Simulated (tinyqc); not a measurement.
Thermal resistances of a two-die stack.

Inverse problem. Heat leaves through the lower die only, and the system is linear. Find the resistance R1 from the lower die to the coolant, R2 between the dies, and the rise of the upper die when both are powered.

Values chosen for this exercise: power of the lower die P1 = 20 W; power of the upper die P2 = 15 W.

rises of the lower and upper die with only the lower one powered (K): [16.4, 16.4]
rises of the lower and upper die with only the upper one powered (K): [12.3, 16.95]

Answer. With only the lower die powered no heat crosses R2, so both dies rise by P1 R1; the difference in the second test is P2 R2; rises add.

R1 = 0.8200 K/W
R2 = 0.3100 K/W
rise of the upper die = 33.35 K

Computed by the program tinyqc: `OMP_NUM_THREADS=1 python tinyqc.py 2162031 2162032 out.jsonl`, one thread of a shared Intel Xeon 2.30GHz, about 0.03 s for the whole run.
